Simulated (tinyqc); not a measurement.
Six-band hole subbands of a thin body in a field: one step. The matrix for one sine at q = 0. Three cases, with inputs chosen for the exercise.

Question. Nz = 1, in meV.

Basis X, Y, Z times spin, hole energies counted downwards from the unstrained edge (the hydrostatic shift is left out), c = hbar^2/2m0. For a symmetric tensor T let C(T) have C_XX = L Txx + M (Tyy + Tzz), C_XY = N Txy (cyclic), L = c (g1 + 4 g2), M = c (g1 - 2 g2), N = 6 c g3. k = q + kz n, n the unit normal, q = k1 u + k2 v with u along the channel [1-10] and v = n x u. H = C(k k^T) + (Dso/3)(1 - L.sigma) - B + e F z with (L_k)_ij = -i epsilon_kij; B is the block C built from the traceless strain with 2b, -b and sqrt(3) d in place of L, M, N. Strain: exx = eyy = (s11 + s12) sx/2, ezz = s12 sx, exy = -s44 sx/4. Hard walls at z = 0 and t; basis sin(j pi z/t), j = 1 to Nz: kz^2 = (j pi/t)^2, kz = -i D with D_jl = 4 j l/(t (j^2 - l^2)), z_jj = t/2 and z_jl = -8 t j l/(pi (j^2 - l^2))^2 for j + l odd; 1 MV/cm = 0.01 eV/angstrom.

Constants: hbar^2/2m0 = 3.80998211 eV angstrom^2.

Case 1.

Values chosen (near those of a p-type Si channel; not measured data): g1 = 4.28 (Luttinger gamma1); g2 = 0.34 (gamma2); g3 = 1.44 (gamma3); Dso = 0.044 eV (spin-orbit splitting); b = -2.12 eV (tetragonal potential); d = -4.74 eV (trigonal potential); S = (7.81, -2.11, 12.63) 1/TPa (compliances s11, s12, s44); face = 110 (surface); t = 45 angstrom (body thickness); F = 0.8 MV/cm (field across the body); sx = 1 GPa (stress along the channel [1-10], negative in compression).

Case 2.

Values chosen (near those of a p-type Si channel; not measured data): g1 = 4.29 (Luttinger gamma1); g2 = 0.34 (gamma2); g3 = 1.45 (gamma3); Dso = 0.044 eV (spin-orbit splitting); b = -2.1 eV (tetragonal potential); d = -4.84 eV (trigonal potential); S = (7.65, -2.16, 12.71) 1/TPa (compliances s11, s12, s44); face = 110 (surface); t = 35 angstrom (body thickness); F = 0.2 MV/cm (field across the body); sx = -0.5 GPa (stress along the channel [1-10], negative in compression).

Case 3.

Values chosen (near those of a p-type Si channel; not measured data): g1 = 4.29 (Luttinger gamma1); g2 = 0.34 (gamma2); g3 = 1.45 (gamma3); Dso = 0.045 eV (spin-orbit splitting); b = -2.11 eV (tetragonal potential); d = -4.88 eV (trigonal potential); S = (7.62, -2.11, 12.69) 1/TPa (compliances s11, s12, s44); face = 110 (surface); t = 50 angstrom (body thickness); F = 1.2 MV/cm (field across the body); sx = -0.5 GPa (stress along the channel [1-10], negative in compression).

Give: H.

Answer.

Case 1.

H (meV):
```
              X+            Y+      Z+            X-            Y-      Z-
X+        290.97  54.30+14.67i       0             0             0  -14.67
Y+  54.30-14.67i        290.97       0             0             0  14.67i
Z+             0             0  240.49         14.67       -14.67i       0
X-             0             0   14.67        290.97  54.30-14.67i       0
Y-             0             0  14.67i  54.30+14.67i        290.97       0
Z-        -14.67       -14.67i       0             0             0  240.49
```

Case 2.

H (meV):
```
               X+             Y+      Z+             X-             Y-      Z-
X+         186.64  146.85+14.67i       0              0              0  -14.67
Y+  146.85-14.67i         186.64       0              0              0  14.67i
Z+              0              0  170.78          14.67        -14.67i       0
X-              0              0   14.67         186.64  146.85-14.67i       0
Y-              0              0  14.67i  146.85+14.67i         186.64       0
Z-         -14.67        -14.67i       0              0              0  170.78
```

Case 3.

H (meV):
```
              X+            Y+      Z+            X-            Y-      Z-
X+        379.51  78.84+15.00i       0             0             0  -15.00
Y+  78.84-15.00i        379.51       0             0             0  15.00i
Z+             0             0  379.56         15.00       -15.00i       0
X-             0             0   15.00        379.51  78.84-15.00i       0
Y-             0             0  15.00i  78.84+15.00i        379.51       0
Z-        -15.00       -15.00i       0             0             0  379.56
```

Computed by tinyqc, one run a case: `OMP_NUM_THREADS=1 python tinyqc.py N N+1 out.jsonl` with N = 1281282, 1281351, 1281474; one thread of a shared Intel(R) Xeon(R) Processor @ 2.30GHz, about 0.5 s a run at most.
